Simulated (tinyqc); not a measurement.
Inside a calculation. Method: CIS and TDHF on RHF in the sto-3g basis, for H3+, spin multiplicity 1. One step of it, computed by the program tinyqc.

Problem. TDHF (RPA) singlet states. B(ia,jb) = 2 (ia|jb) - (ib|ja); the squared energies are the eigenvalues of (A - B)(A + B); 1 hartree = 27.211386 eV.

CIS matrix A, singlet (hartree):
```
,1>2,1>3
1>2,0.718925,0.000000
1>3,0.000000,0.719266
```

Two-electron integrals over orbitals (pq|rs), unique and non-zero (hartree):
```
p,q,r,s,(pq|rs)
1,1,1,1,0.569519
2,1,1,1,-0.000010
2,1,2,1,0.144614
2,2,1,1,0.555251
2,2,2,1,0.016274
2,2,2,2,0.642160
3,1,1,1,0.000060
3,1,2,2,-0.096978
3,1,3,1,0.144618
3,2,2,1,-0.097031
3,2,2,2,-0.000011
3,2,3,1,-0.016269
3,2,3,2,0.077812
3,3,1,1,0.555323
3,3,2,1,-0.016278
3,3,2,2,0.486681
3,3,3,1,0.097005
3,3,3,2,0.000011
3,3,3,3,0.642188
```

Give: TDHF matrix B, singlet; squared energies w^2; TDHF energies from the positive w^2.

Solution.

TDHF matrix B, singlet (hartree):
```
,1>2,1>3
1>2,0.145,0.000
1>3,0.000,0.145
```

squared energies w^2 (hartree^2): 0.496  0.496

TDHF energies from the positive w^2 (eV): 19.163  19.173
